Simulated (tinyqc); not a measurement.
Which coupling does what: hole subbands of a hard-walled well, four-band Luttinger model.

Hole energies are counted downwards from the unstrained band edge, c = hbar^2/2m0. After the usual block transformation one block is H = [[P + Q - Zs, R - i S], [R + i S, P - Q + Zs]] in (heavy, light), with P +/- Q = c [(g1 +/- g2) k^2 + (g1 -/+ 2 g2) kz^2], R = sqrt(3) c gR k^2, S = 2 sqrt(3) c g3 k kz, kz = -i d/dz; axial approximation gR = (g2 + g3)/2. Zs = b (e_par - e_perp) is the shear part of the strain (the hydrostatic part shifts all levels alike and is left out). Basis sqrt(2/L) sin(n pi z/L), n = 1 to N, for each component: kz^2 gives (n pi/L)^2 and the heavy-light block is R delta_nm - 2 sqrt(3) c g3 k D_nm with D_nm = 4 n m/(L (n^2 - m^2)) for n + m odd, 0 otherwise. The other block has the same levels. The split-off band is left out.

Constants: hbar^2/2m0 = 3.80998211 eV angstrom^2.

Inputs chosen for the exercise (near those of InAs; not measured data):
- g1 = 20.04 (Luttinger gamma1)
- g2 = 8.53 (gamma2)
- g3 = 9.15 (gamma3)
- L = 90 angstrom (well width along [001])
- k = 0.0546 1/angstrom (wave vector in the plane)

shear strain energy Zs = -0.046508 eV

N = 20, at the given k. Diagonal: R = S = 0. Along [100] and [110] gR is g2 and g3 instead of their mean.

Hole energies (meV):
```
model         E1      E2      E3      E4
diagonal  256.46  384.84  426.35  495.52
R alone   135.27  354.16  469.55  506.03
S alone    98.19  145.68  234.96  316.76
axial      39.46  113.26  207.17  306.77
[100]      43.15  115.43  208.77  307.58
[110]      35.68  111.03  205.53  305.94
```

The couplings move E1 by -217.00 meV: R alone by -121.18, S alone by -158.26, so S matters more at k L/pi = 1.56 (R grows as k^2 and joins equal n, S as k and joins n of opposite parity). Warping spreads E1 by 7.47 meV between [100] and [110], the hole being heavier along [110]; the axial value lies between them.

tinyqc: `OMP_NUM_THREADS=1 python tinyqc.py 1250673 1250674 out.jsonl`; about 0.07 s, one thread, shared Intel(R) Xeon(R) Processor @ 2.30GHz.
